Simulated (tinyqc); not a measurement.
# Kinetics of strain relaxation and threading dislocations in mismatched semiconductor layers, step by step

A worked calculation. Computed by tinyqc, a small Python program that keeps every step. Command: `OMP_NUM_THREADS=1 python tinyqc.py 3025830 3025831 out.jsonl threading walk`. One thread of a shared host (Intel(R) Xeon(R) Processor @ 2.30GHz), about 0.01 s of CPU time with the checks. Intermediate numbers are printed to about 6 digits and carried at full precision; extremes and crossings named in words are read from the listed rows.

60-degree dislocations on {111} planes of a (001) layer, isotropic elasticity. The Schmid factor is 1/sqrt(6), and a misfit segment relieves strain with b/2.

Inputs (values chosen for the exercise, modelled on Si(0.8)Ge(0.2) on Si): misfit f = 0.00788; shear modulus G = 62.3 GPa; Poisson ratio nu = 0.27; Burgers vector b = 3.88 angstrom; glide activation energy Q = 2.12 eV; velocity prefactor v0 = 24000 m/s per MPa; layer thickness h = 200 nm; anneal temperature T = 1000 K; anneal time t = 20 s; initial thread density rho_0 = 52000 1/cm^2; multiplication constant delta = 2700 1/m; grading rate (misfit per thickness) R_f = 0.0029 1/micrometre; growth temperature of the buffer T_g = 1124 K; growth rate R_g = 0.77 nm/s; reaction radius r_A = 19 nm; final thickness of a thick uniform layer H = 7.5 micrometre; aspect ratio of a trench = 2.9.

Sources: multiplication.

Constants: k_B = 8.617333262e-05 eV/K.

## Excess stress and glide velocity at the start

Excess resolved stress tau = (1/sqrt 6) [2 G (1 + nu)/(1 - nu)] (e - e_eq), e_eq = b (1 - nu/4) [ln(h/b) + 1]/(4 pi (1 + nu) h), the Matthews-Blakeslee strain of an uncapped layer; glide velocity v = v0 tau exp(-Q/(k_B T)), tau in MPa.

equilibrium strain e_eq = 8.21258e-04

excess stress tau = 624.670 MPa

mobility v/tau = 4.96457e-07 m/s per MPa

initial velocity = 310.122 micrometre/s

The layer carries 9.6 times its equilibrium strain. In the anneal time a thread would run 6200 micrometre at this speed.

## Relaxation in the anneal

Threads run in two directions, so de/dt = -(b/4) rho v, and they multiply as d rho/dt = delta rho v. With x = e - e_eq, x0 = f - e_eq (fully strained at t = 0) and v = m S x (m the mobility, S x = tau): rho = rho_0 + (4 delta/b)(x0 - x), so dx/dt = -k x (a - x), k = delta m S, a = x0 + b rho_0/(4 delta): a logistic law, x = a/[1 + (a/x0 - 1) exp(k a t)]. The half time is that at which x = x0/2.

strain left e = 8.21394e-04

share of the excess strain relieved = 99.9981 %

thread density = 1.96997e+07 1/cm^2

half time = 7.07499 s

The layer has reached its equilibrium strain. The misfit lines laid down are 0.027 micrometre apart. Caution: blocking of threads by crossing misfit lines, left out here, leaves real layers with more strain.

## Anneal temperature

The formulas are those given above.

After the time t:
```
T (K)  first velocity (micrometre/s)  relieved (%)  threads (1/cm^2)  half time (s)
813                      1.08145e+00   1.59144e-02       5.51269e+04    2.02886e+03
847                      3.64369e+00   5.75323e-02       6.33040e+04    6.02167e+02
887                      1.35019e+01   2.83536e-01       1.07709e+05    1.62504e+02
920                      3.65140e+01   1.61553e+00       3.69420e+05    6.00894e+01
959                      1.08329e+02   4.81333e+01       9.50925e+06    2.02540e+01
986                      2.18689e+02   9.97277e+01       1.96465e+07    1.00330e+01
1024                     5.52009e+02   1.00000e+02       1.97000e+07    3.97477e+00
1086                     2.17581e+03   1.00000e+02       1.97000e+07    1.00841e+00
```

The half time follows exp(Q/(k_B T)), a decade for each 86 K near 959 K. Relief goes from 1.6 % at 920 K to 99.7 % at 986 K: with multiplication the onset is abrupt, after an incubation in which threads breed, and the final density is set by delta, not by rho_0. Caution: rows with more than 50 % relieved leave out blocking by crossing misfit lines, which slows real layers.

## Graded buffer

In steady grading, strain is fed at R_f R_g and relieved at (b/4) rho v. As a glide-limited estimate, the driving stress is taken as the mean stress of the strained top zone, whose depth z solves R_f z/2 = e_eq(z), with strain R_f z at the surface; tau_g = S R_f z/2 is its mean; then rho = 4 R_f R_g/(b m tau_g), m = v0 exp(-Q/(k_B T_g)), S = (1/sqrt 6) 2 G (1 + nu)/(1 - nu), e_eq(z) = b (1 - nu/4) [ln(z/b) + 1]/(4 pi (1 + nu) z).

depth z of the strained zone = 349.277 nm

stress tau_g = 44.8189 MPa

thread density of the buffer = 6856.09 1/cm^2

buffer thickness f/R_f = 2.71724 micrometre

Raising T_g by 50 K would lower this density by a factor 2.5: fast glide lets few threads do the work. Caution: real buffers seldom go below 1e5 /cm^2, as pile-ups and nucleation take over; this value is a lower bound.

## Thick uniform layer and trapping in a trench

A separate case, a thick relaxed layer. Pair reactions during growth: d rho/dh = -K rho^2 with K = 2 r_A tan(psi) and threads inclined by psi = 45 degrees (the <110> lines of {111} planes), so rho = 1/(K H) for a layer that starts with far more threads than that, as highly mismatched layers do. In a trench along [110] a thread on {111} rises at 54.74 degrees across the width, and leaves through the wall below the height w tan(54.74 degrees) = sqrt(2) w; the share of threads, evenly spread over the floor, that reach the top is max(0, 1 - a/sqrt 2) for the aspect ratio a.

thread density at H = 3.50877e+08 1/cm^2

share that reaches the top = 0

The trench traps all threads that cross it; those that run along it are not trapped. Thickness alone needs 2600 micrometre for 1e6 /cm^2. Caution: at this small misfit a layer may start with fewer threads than 1/(K H), which is then only an upper bound.

Checks made by the program: strain against numerical integration (relative difference below 1e-10).
